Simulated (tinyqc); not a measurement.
Molecular dynamics of a small cluster by velocity Verlet steps: one step, computed by the program tinyqc.

E = sum_(i<j) phi(r_ij), phi(r) = eps [exp(-2 alpha (r - r0)) - 2 exp(-alpha (r - r0))]; the force on i is -sum_j phi'(r_ij) (R_i - R_j)/r_ij.

Question. Step 1. Velocity Verlet: a = c F/M with c = 9.648533212e-3 angstrom/fs^2 per eV/(angstrom u); R(new) = R + v dt + a dt^2/2; v(new) = v + (a + a(new)) dt/2. Kinetic energy K = M v^2/(2c); temperature T = 2K/((3N - 3) k_B), rotation of the cluster included.

Inputs (values chosen for the exercise, for model atoms):
```
quantity         value        unit
length r0         2.73    angstrom
well depth eps    0.68          eV
stiffness alpha   1.97  1/angstrom
atomic mass M     32.1           u
time step dt       2.9          fs
```

Potential: Morse. Thermostat: none.

starting positions (angstrom):
```
            x      y      z
atom 1  -0.04  -0.03      0
atom 2   2.72   0.01   0.02
atom 3   1.39   2.35  -0.02
atom 4   1.39   0.75   2.23
```

starting velocities (angstrom/fs):
```
               x         y         z
atom 1  -0.00089    0.0001   0.00123
atom 2  -0.00045  -0.00015  -0.00225
atom 3   0.00378  -0.00111   0.00188
atom 4  -0.00244   0.00116  -0.00086
```

Constants: 1 eV/(angstrom u) = 9.648533212e-03 angstrom/fs^2; k_B = 8.617333262e-05 eV/K.

Give: positions after step 1; new forces; velocities after step 1; total energy.

Answer.

positions after step 1 (angstrom):
```
             x       y       z
atom 1  -0.042  -0.029   0.004
atom 2   2.719   0.009   0.013
atom 3   1.401   2.347  -0.014
atom 4   1.383   0.754   2.227
```

new forces (eV/angstrom):
```
              x        y        z
atom 1   0.3312   0.2309   0.0968
atom 2   0.1014  -0.3100  -0.1867
atom 3  -0.2565  -0.0087   0.0812
atom 4  -0.1760   0.0878   0.0088
```

velocities after step 1 (angstrom/fs):
```
                x          y          z
atom 1  -0.000599   0.000300   0.001325
atom 2  -0.000360  -0.000405  -0.002432
atom 3   0.003572  -0.001146   0.001967
atom 4  -0.002612   0.001251  -0.000861
```

total energy = -3.999 eV
